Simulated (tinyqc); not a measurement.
From results back to parameters: exciton in an atomically thin sheet (Rytova-Keldysh potential). Four cases, with inputs chosen for the exercise.

Problem. The spacing of the 1s and 2s lines was computed from a hidden kap.

Relative motion in the plane with V(k) = -2 pi q/(k (kap + r0 k)), q = e^2/(4 pi eps0), c = hbar^2/2m0. Normalised Gaussians exp(-a_i r^2): with A = a_i + a_j, S_ij = 2 sqrt(a_i a_j)/A, T_ij = (4c/mu)(a_i a_j/A) S_ij, V_ij = -q S_ij times the integral over k from 0 to infinity of exp(-k^2/4A)/(kap + r0 k).

Converged values use 20 Gaussians with exponents 2^i/b^2, i = -11 to 8, b the larger of a0 kap/(2 mu) and sqrt(a0 r0/mu), a0 = 0.5291772 angstrom; p states use r exp(i theta) exp(-a r^2).

Constants: hbar^2/2m0 = 3.80998211 eV angstrom^2; e^2/(4 pi eps0) = 14.39964547 eV angstrom.

Find: kap; 1s binding.

Method. The spacing falls steadily as kap grows, so bisection on kap finds one value; the binding follows from the same solution.

Case 1.

Values chosen (out of a larger set: near those of a MoTe2 monolayer; not measured data): r0 = 70.9 angstrom (screening length of the sheet).

mu = 0.29044 m0
2s - 1s = 145.37 meV

Solution.

kap = 2.45
1s binding = 235 meV

Case 2.

Values chosen (out of a larger set: near those of a MoS2 monolayer; not measured data): r0 = 42.7 angstrom (screening length of the sheet).

mu = 0.25790 m0
2s - 1s = 107.32 meV

Solution.

kap = 6.20
1s binding = 135 meV

Case 3.

Values chosen (out of a larger set: near those of a MoTe2 monolayer; not measured data): r0 = 77.9 angstrom (screening length of the sheet).

mu = 0.29957 m0
2s - 1s = 135.56 meV

Solution.

kap = 2.45
1s binding = 222 meV

Case 4.

Values chosen (out of a larger set: near those of a MoSe2 monolayer; not measured data): r0 = 55.8 angstrom (screening length of the sheet).

mu = 0.28350 m0
2s - 1s = 205.02 meV

Solution.

kap = 1.60
1s binding = 357 meV

Computed by tinyqc, one run a case: `OMP_NUM_THREADS=1 python tinyqc.py N N+1 out.jsonl` with N = 1251839, 1251845, 1251868, 1252008; one thread of a shared Intel(R) Xeon(R) Processor @ 2.30GHz, about 0.03 s a run at most.
